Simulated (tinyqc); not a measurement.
## Trap density from one capacitance

Problem. Traps spread evenly through the insulator exchange electrons with the semiconductor by tunnelling, with tau(x) = t0 exp(2 ka x) at depth x from the interface. The admittance per area Y seen at depth x obeys dY/dx = -Y^2/(i w eps0 eox) + q Nb ln(1 + i w tau)/tau, with Y(0) = i w Cs and w = 2 pi f; the gate sees Y(tox) = G + i w C. Working variable y = Y/(i w), in uF/cm^2. Cox = eps0 eox/tox. Find Nb and G/w.

Values chosen for this exercise:
```
symbol  value     unit                                               meaning
eox      8.68                         relative permittivity of the insulator
tox       7.3       nm                                   insulator thickness
Cs        4.6  uF/cm^2             semiconductor capacitance in accumulation
ka        6.1     1/nm  decay constant of the wave function in the insulator
t0      4e-10        s              time constant of a trap at the interface
f         100       Hz                                             frequency
```

Constants: q = 1.602176634e-19 C, eps0 = 8.8541878128e-14 F/cm where lengths are in cm. Results are converted to the units shown.

C = 0.87373431 uF/cm^2

Answer. C rises steadily with Nb, so one density matches; in practice ka and t0 must come from the frequency dependence.

Nb = 1.20e19 cm^-3 eV^-1
G/w = 0.00256 uF/cm^2

Program tinyqc, `OMP_NUM_THREADS=1 python tinyqc.py 2202022 2202023 out.jsonl`; Intel Xeon 2.30GHz, shared host, one thread, about 0.5 s.
